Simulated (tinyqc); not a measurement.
# MOSFET in the linear regime without short-channel effects, parameter extraction from computed curves: two studies

Inversion charge Q = Cox n Vt W0(exp((Vg - VT)/(n Vt))), W0 the Lambert function and n = nf; u = Q/Cox; mobility mu = mu0/(1 + th1 u + th2 u^2); channel resistance Rch = (L - dL)/(W mu Q); Id = Vd/(Rch + Rsd/W). Cox = eps0 eox/tox. Small Vd, no channel-length or drain effects.

Inputs (values chosen for the exercise); channel values of the order met in silicon transistors:

| symbol | value | unit | meaning |
|---|---|---|---|
| T | 300 | K | temperature |
| eox | 9.27 |  | relative permittivity of the gate insulator (close to aluminium oxide) |
| tox | 7.8 | nm | insulator thickness |
| mu0 | 190 | cm^2/(V s) | low-field mobility |
| th1 | 0.41 | 1/V | first mobility attenuation factor |
| th2 | 0 | 1/V^2 | second mobility attenuation factor |
| VT | 0.63 | V | threshold voltage |
| nf | 1.12 |  | body factor |
| W | 1 | um | gate width |
| L | 0.09 | um | drawn gate length |
| dL | 0.004 | um | drawn less effective length |
| Rsd | 120 | ohm um | source plus drain resistance |
| Vd | 0.01 | V | drain voltage |

Constants: q = 1.602176634e-19 C, kB = 1.380649e-23 J/K, Vt = kB T/q, eps0 = 8.8541878128e-14 F/cm where lengths are in cm. Results are converted to the units shown.

Each table varies one quantity; the others keep the values above.

## Extraction methods against the body factor

From the continuous curve Id(Vg): tangent at peak gm (V_ext = Vg - Id/gm); constant current Id = 0.1 uA W/L; peak of d2Id/dVg2; Y = Id/sqrt(gm) drawn through Vg = VT + 0.6 and VT + 0.8 V, with intercept VT_Y and slope s. Mobilities gm,max L/(W Cox Vd) and s^2 L/(W Cox Vd) with the drawn L. Last column: share of Rsd/W in the total resistance at VT + 0.8 V.

Extraction methods against the body factor:
```
nf	V_ext (V)	constant current (V)	second derivative (V)	VT_Y (V)	mobility from gm (cm^2/(V s))	mobility from Y (cm^2/(V s))	series share (%)
1	0.632	0.696	0.622	0.673	140	183	13.4
1.1	0.631	0.695	0.621	0.674	137	182	13.3
1.2	0.629	0.694	0.620	0.675	135	180	13.2
1.3	0.628	0.692	0.619	0.675	133	178	13.1
1.4	0.626	0.691	0.618	0.676	132	177	13.1
1.5	0.624	0.689	0.617	0.676	130	175	13.0
1.6	0.622	0.687	0.615	0.676	128	174	13.0
1.7	0.620	0.685	0.614	0.676	127	172	12.9
```

The model has VT = 0.63 V and mu0 = 190 cm^2/(V s). Over the table the extracted thresholds move by 11 mV (tangent), 12 mV (constant current), 8.0 mV (second derivative), 3.9 mV (Y function). The mobility from gm falls from 140 to 127 and that from Y falls from 183 to 172 cm^2/(V s).

## Extraction methods against the second mobility attenuation factor

Same model as above.

Extraction methods against the second mobility attenuation factor:
```
th2 (1/V^2)	V_ext (V)	constant current (V)	second derivative (V)	VT_Y (V)	mobility from gm (cm^2/(V s))	mobility from Y (cm^2/(V s))	series share (%)
0	0.630	0.695	0.621	0.674	137	181	13.3
0.06	0.630	0.695	0.621	0.689	137	194	13.0
0.12	0.630	0.695	0.621	0.703	136	209	12.8
0.18	0.629	0.695	0.621	0.718	136	225	12.5
0.24	0.629	0.695	0.621	0.733	135	242	12.3
0.3	0.629	0.695	0.621	0.748	135	262	12.1
0.36	0.628	0.695	0.621	0.762	135	284	11.8
```

The model has VT = 0.63 V and mu0 = 190 cm^2/(V s). Over the table the extracted thresholds move by 2.1 mV (tangent), under 0.5 mV (constant current), under 0.5 mV (second derivative), 88 mV (Y function). The mobility from gm falls from 137 to 135 and that from Y rises from 181 to 284 cm^2/(V s).

Numbers from tinyqc (`OMP_NUM_THREADS=1 python tinyqc.py 2210072 2210073 out.jsonl`; about 0.01 s on one thread of a shared Intel Xeon 2.30GHz).
